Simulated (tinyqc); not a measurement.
Worked calculation: Hubbard ring of 4 sites. One step of it, computed by the program tinyqc.

Problem. Mean-field iteration 2. H(up) = T + U n(down), H(down) = T + U n(up); fill the lowest levels; n(new) = n + mixing (n(out) - n); E = tr T (rho up + rho down) + U sum n_up n_down of the output.

one-body matrix (hopping and site energies) (eV), order 1, 2, 3, 4:
$$\begin{pmatrix}
-0.490000 & -1.290000 & 0.000000 & -1.290000 \\
-1.290000 & -0.600000 & -1.290000 & 0.000000 \\
0.000000 & -1.290000 & 0.960000 & -1.290000 \\
-1.290000 & 0.000000 & -1.290000 & -0.500000
\end{pmatrix}$$

U = 3.600000 eV

electrons, up and down: [2, 2]

mixing = 0.200000

n(up) after iteration 1: 1 0.465816, 2 0.556734, 3 0.425132, 4 0.552318

n(down) after iteration 1: 1 0.465816, 2 0.556734, 3 0.425132, 4 0.552318

Give: levels, up; levels, down; energy; n(up) after iteration 2; n(down) after iteration 2.

Solution.

levels, up (eV): [-1.0152, 1.4461, 1.8155, 4.3236]

levels, down (eV): [-1.0152, 1.4461, 1.8155, 4.3236]

energy = -2.1508 eV

n(up) after iteration 2: 1 0.4430, 2 0.5990, 3 0.3678, 4 0.5902

n(down) after iteration 2: 1 0.4430, 2 0.5990, 3 0.3678, 4 0.5902
